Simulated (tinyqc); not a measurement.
# MOSFET in saturation, small-signal circuit and noise: what changes with what

Bias by the inversion coefficient IC = I/Ispec (charge-based model with velocity saturation; weak inversion below 0.1, strong above 10). Common-source circuit: gm, gds, Cgs, Cgd and Cj at the inner nodes, Rg in series with the gate; quasi-static, no source or drain resistance, no gate-body capacitance, no substrate network, no induced gate noise, so fmax is an upper estimate.

Parameters, values chosen for the exercise: temperature T = 273 K; gate length L = 90 nm; total gate width W = 20 um; gate capacitance Cox = 1.54 uF/cm^2; mobility mu = 430 cm^2/(V s); slope factor n = 1.32; velocity-saturation length Ls = 20 nm; ratio gds/gm sg = 0.027; overlap and fringe capacitance per side Cov = 0.28 fF/um; drain junction capacitance Cj = 0.3 fF/um; sheet resistance of the gate Rsh = 10 ohm; finger width Wf = 0.5 um; gate contact and vertical resistance Rc = 100 ohm um; inversion coefficient IC = 1.1; short-channel excess of the noise factor gw = 0.08; oxide trap density Nt = 2.3e17 cm^-3 eV^-1; tunnelling length into the oxide lt = 0.1 nm; Coulomb scattering coefficient ac = 1000 V s/C.

Constants: q = 1.602176634e-19 C, kB = 1.380649e-23 J/K, Vt = kB T/q. Results are converted to the units shown.

Each table varies one quantity; the others keep the values above.

## Effect of the overlap and fringe capacitance per side on speed and noise

Ispec = 2 n mu Cox (W/L) Vt^2, lc = Ls/L, gms = [sqrt((lc IC + 1)^2 + 4 IC) - 1]/[2 + lc (lc IC + 1)], gm = gms Ispec/(n Vt), gds = sg gm. qs = [sqrt(1 + 4 IC) - 1]/2, Cgs = Cox W L qs (2 qs + 3)/(3 (qs + 1)^2) + Cov W, Cgd = Cov W, Cd = Cj W, Rg = Rsh (Wf/L)/(12 Nf) + Rc/W with Nf = W/Wf fingers (not rounded) contacted at both ends. fT = gm/(2 pi (Cgs + Cgd)), fmax = fT/(2 sqrt(Rg (gds + 2 pi fT Cgd))). Channel noise Sid = 4 kB T gam n gm with gam = (1/2 + (2/3) qs)/(1 + qs) + gw lc IC, qs = [sqrt(1 + 4 IC) - 1]/2, lc = Ls/L (the last term an empirical rise with velocity saturation); at the gate, white noise Sw = Sid/gm^2 + 4 kB T Rg. Number fluctuation with correlated mobility: S(f) = K/f, K = q^2 Vt lt Nt/(W L Cox^2) (1 + ac mu Cox I/gm)^2, Vt in eV with Nt per eV. Corner fc = K/Sw. IC is held fixed.

The same in every row: I (uA) = 236.51; Rg (ohm) = 5.1157; sqrt(Sw) (nV/Hz^0.5) = 1.6558; fc (MHz) = 12.732.

Effect of the overlap and fringe capacitance per side on speed and noise:
```
Cov (fF/um),fT (GHz),fmax (GHz)
0.05,60.178,597.16
0.15,44.723,318.89
0.25,35.584,223.74
0.35,29.546,173.47
0.45,25.260,141.99
0.55,22.060,120.32
0.65,19.580,104.44
```

What does the comparison show?

As Cov goes from 0.05 to 0.65 fF/um, fT falls from 60.2 to 19.6 GHz, fmax falls from 597 to 104 GHz, the white noise stays at 1.66 nV/Hz^0.5 and the corner stays at 12.7 MHz. In every row fmax exceeds 4 fT, where channel resistance and substrate losses, left out here, would cap it.

## Effect of the total gate width on speed and noise

Same model as above.

Corner fc = K/Sw. IC is held fixed.

The same in every row: fT (GHz) = 33.53; fmax (GHz) = 205.7; fc (MHz) = 12.73.

Effect of the total gate width on speed and noise:
```
W (um),I (uA),Rg (ohm),sqrt(Sw) (nV/Hz^0.5)
2,23.65,51.16,5.236
4.3,50.85,23.79,3.571
9.3,110.0,11.00,2.428
20,236.5,5.116,1.656
43,508.5,2.379,1.129
93,1100,1.100,0.7678
200,2365,0.5116,0.5236
```

What does the comparison show?

As W goes from 2 to 200 um, fT stays at 33.5 GHz, fmax stays at 206 GHz, the white noise falls from 5.24 to 0.524 nV/Hz^0.5 and the corner stays at 12.7 MHz. Current, gm and capacitances scale with W and Rg with 1/W, so the frequencies stay while both noise powers fall as 1/W. In every row fmax exceeds 4 fT, where channel resistance and substrate losses, left out here, would cap it.

## Gains against frequency

Inner admittances at w = 2 pi f: y11 = i w (Cgs + Cgd), y12 = -i w Cgd, y21 = gm - i w Cgd, y22 = gds + i w (Cgd + Cd). Invert to Z, add Rg to Z11 and invert back to Y. |h21| = |Y21/Y11|; U = |Y21 - Y12|^2/(4 [Re Y11 Re Y22 - Re Y12 Re Y21]). MSG = |Y21/Y12|; stability factor k = [2 Re Y11 Re Y22 - Re(Y12 Y21)]/|Y12 Y21|.

The same in every row: f sqrt(U) (GHz) = 205.7.

Gains against frequency:
```
f (GHz),|h21| (dB),U (dB),MSG (dB),k
0.34,39.88,55.64,25.63,0.003233
0.63,34.52,50.28,22.95,0.005991
1.2,28.92,44.68,20.16,0.01141
2.2,23.66,39.42,17.52,0.02092
4.1,18.26,34.01,14.82,0.03897
7.7,12.80,28.54,12.09,0.07308
14,7.640,23.34,9.514,0.1323
27,2.081,17.64,6.734,0.2509
```

Over the table |h21| falls by 19.9 dB a decade, U by 20.0 and MSG by 9.95. The product f sqrt(U) stays at 206 GHz, against fmax = 206 GHz from the formula. k stays below one in all rows, so the device is only conditionally stable. In every row fmax exceeds 4 fT, where channel resistance and substrate losses, left out here, would cap it.

## Effect of the finger width on speed and noise

Same model as above.

Corner fc = K/Sw. IC is held fixed.

The same in every row: I (uA) = 236.5; fT (GHz) = 33.53.

Effect of the finger width on speed and noise:
```
Wf (um),Rg (ohm),fmax (GHz),sqrt(Sw) (nV/Hz^0.5),fc (MHz)
0.25,5.029,207.5,1.655,12.74
0.5,5.116,205.7,1.656,12.73
1,5.463,199.1,1.657,12.71
2,6.852,177.8,1.664,12.61
4,12.41,132.1,1.689,12.24
8,34.63,79.07,1.785,10.95
```

Read the table: what changes, and by how much?

As Wf goes from 0.25 to 8 um, fT stays at 33.5 GHz, fmax falls from 208 to 79.1 GHz, the white noise rises from 1.66 to 1.79 nV/Hz^0.5 and the corner falls from 12.7 to 11.0 MHz. The finger width leaves fT alone and acts through Rg, whose sheet part goes as Wf^2. For Wf = 0.25 to 2 um fmax exceeds 4 fT, where channel resistance and substrate losses, left out here, would cap it.

Numbers from tinyqc (`OMP_NUM_THREADS=1 python tinyqc.py 2150038 2150039 out.jsonl`; about 0.01 s on one thread of a shared Intel Xeon 2.30GHz).
